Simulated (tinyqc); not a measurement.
Born-von Karman spring model of a cubic crystal with one atom per cell: one step, computed by the program tinyqc. Command: `OMP_NUM_THREADS=1 python tinyqc.py 3026924 3026925 out.jsonl springs walk`. One thread of a shared host (Intel(R) Xeon(R) Processor @ 2.30GHz), about 0.1 s of CPU time with the checks.

First neighbours lie at a/2 (1,1,0) (12 of them), second at a (1,0,0) (6), with all permutations and signs; the volume per atom is Omega = a^3/4. Two shells of springs match a real metal only roughly, above all at the zone boundary.

Task: Dynamical matrix at q. A neighbour at R with unit vector n couples by the matrix K(R) = kL n n^T + kT (1 - n n^T), and D(q) = (1/M) sum_R K(R) [1 - cos(q.R)].

Inputs (values chosen for the exercise, modelled on nickel): atomic mass M = 58.69 u; radial spring k1L = 2.31 eV/angstrom^2; transverse spring k1T = -0.021 eV/angstrom^2; radial spring k2L = 0.064 eV/angstrom^2; transverse spring k2T = -0.036 eV/angstrom^2.

Lattice: fcc.

wave vector q (2 pi/a): [0.16, 0.3, 0]

Give: D(q).

Result:

D(q) (eV/(angstrom^2 u)), rows x, y, z:
```
[[0.04629, 0.03096, 0.00000],
 [0.03096, 0.07209, 0.00000],
 [0.00000, 0.00000, 0.03893]]
```
